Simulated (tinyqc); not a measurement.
## Phonon and roughness prefactors from two fields

Question. At 300 K and high field 1/mu = E^(1/3)/Ap + E^gs/As, E in MV/cm. Find Ap and As.

Parameters, values chosen for the exercise:
```
symbol,value,unit,meaning
gs,2,,exponent of the roughness term
```

mu at E = 0.51 and 1.18 MV/cm (cm^2/(V s)): 432.61841  227.11438

Answer. Two linear equations in 1/Ap and 1/As.

Ap = 404 cm^2/(V s)
As = 779 cm^2/(V s)

Computed by the program tinyqc: `OMP_NUM_THREADS=1 python tinyqc.py 2510030 2510031 out.jsonl`, one thread of a shared Intel Xeon 2.30GHz, about 0.01 s for the whole run.
